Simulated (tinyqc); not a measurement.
Minority-electron transport through the base of a bipolar transistor (Moll-Ross and Kroemer integrals): one step, computed by the program tinyqc. Command: `OMP_NUM_THREADS=1 python tinyqc.py 3011229 3011230 out.jsonl base walk`. One thread of a shared host (Intel(R) Xeon(R) Processor @ 2.30GHz), about 0.01 s of CPU time with the checks.

Low injection, one dimension, x from the emitter edge (0) to the collector edge (W), s = x/W. Recombination is treated as a small correction (valid for tau_B well below tau_n), computed from the stored charge.

Task: Gain and speed. Emitter-limited gain beta_E = G_E/G_B; recombination-limited gain beta_R = tau_n/tau_B; 1/beta = 1/beta_E + 1/beta_R; f_T from the base alone = 1/(2 pi tau_B).

Inputs (values chosen for the exercise, modelled on silicon):
```
quantity,value,unit
saturation velocity v_s,1,1e7 cm/s
electron lifetime tau_n,25,ns
emitter Gummel number G_E,1.1e+13,s/cm^4
temperature T,300,K
```

Base doping profile: Gaussian. Gap grading: linear. Exit of the base: saturation velocity.

base Gummel number G_B = 1.023898e+12 s/cm^4

base transit time tau_B = 0.4292279 ps

Give: beta_E; beta_R; current gain beta; f_T from the base alone.

Result:

beta_E = 10.74

beta_R = 58244

current gain beta = 10.74

f_T from the base alone = 370.8 GHz

The gain is limited mainly by hole injection into the emitter (100 % of the base current). Caution: the mean velocity exceeds v_s, so drift-diffusion with a low-field mobility overstates the speed.
